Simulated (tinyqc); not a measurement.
Sheet resistance and Hall data of a diffused or implanted layer: one step, computed by the program tinyqc.

Carriers are taken equal to the net active doping down to the junction (full ionisation, which deep dopants in wide-gap hosts do not reach; no spill-over, no depletion), and the Hall factor is 1.

Problem. What the probes read. Collinear four-point probe on a large thin layer: V = I R_s ln(2)/pi. Van der Pauw on a symmetric sample: R = R_s ln(2)/pi as well. Hall voltage V_H = I B/(e x Hall sheet density); tangent of the Hall angle V_H/(I R_s).

Inputs (values chosen for the exercise, modelled on phosphorus in silicon): probe current I = 0.5 mA; magnetic field B = 1 T.

Profile: Gaussian at the surface. Activation: limited by solubility.

sheet resistance R_s = 4.235075 ohm

Hall sheet density = 1.952606e+16 1/cm^2

Constants: e = 1.602176634e-19 C.

Give: four-point voltage; Hall voltage; tangent of the Hall angle.

Solution.

four-point voltage = 0.4672 mV

Hall voltage = 0.01598 mV

tangent of the Hall angle = 0.007548
